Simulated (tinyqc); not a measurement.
Van der Pauw, Hall and four-point-probe measurements on a doped layer: two steps of the calculation.

A uniform p-type layer with sheet resistance Rs = 1/(q ns mu), point contacts, low field (mu B small).

Inputs (values chosen for the exercise):
- rH = 0.8 (Hall factor)
- B = 0.3 T (magnetic field)
- I = 50 uA (current)
- t = 33 nm (thickness of the layer)

Constants: q = 1.602176634e-19 C. Results are converted to the units shown.

Task 1. New z. The van der Pauw equation exp(-pi RA z) + exp(-pi RB z) = 1 is solved for z = 1/Rs: e1 = exp(-pi RA z), e2 = exp(-pi RB z), f = e1 + e2 - 1, f' = -pi (RA e1 + RB e2), z(new) = z - f/f'.

z after iteration 1 = 12.047077 mS
RA = 3.6071704 ohm
RB = 48.185511 ohm

Wanted: e1; e2; f; f'; z after iteration 2.

Result 1.

e1 = 0.8724
e2 = 0.1614
f = 0.03382
f' = -0.03432 kohm
z after iteration 2 = 13.03 mS

Task 2. Sheet density, mobility and bulk values. Rs = 1/z; Hall sheet density B I/(q |VH|); Hall mobility |VH|/(Rs B I); true values ns = rH times the Hall density, mu = Hall mobility/rH; bulk density ns/t, resistivity Rs t; correction factor F = Rs/[(pi/ln 2)(RA + RB)/2].

converged z = 13.089783 mS
VH = 0.0039420057 mV
RA = 3.6071704 ohm
RB = 48.185511 ohm

Wanted: Rs; Hall sheet density; Hall mobility; ns; mu; bulk density; resistivity; F.

Result 2.

Rs = 76.395 ohm/square
Hall sheet density = 2.3750e15 cm^-2
Hall mobility = 34.400 cm^2/(V s)
ns = 1.9000e15 cm^-2
mu = 43.000 cm^2/(V s)
bulk density = 5.7576e20 cm^-3
resistivity = 2.5211e-4 ohm cm
F = 0.65089

Numbers from tinyqc (`OMP_NUM_THREADS=1 python tinyqc.py 2850140 2850141 out.jsonl`; about 0.04 s on one thread of a shared Intel Xeon 2.30GHz).
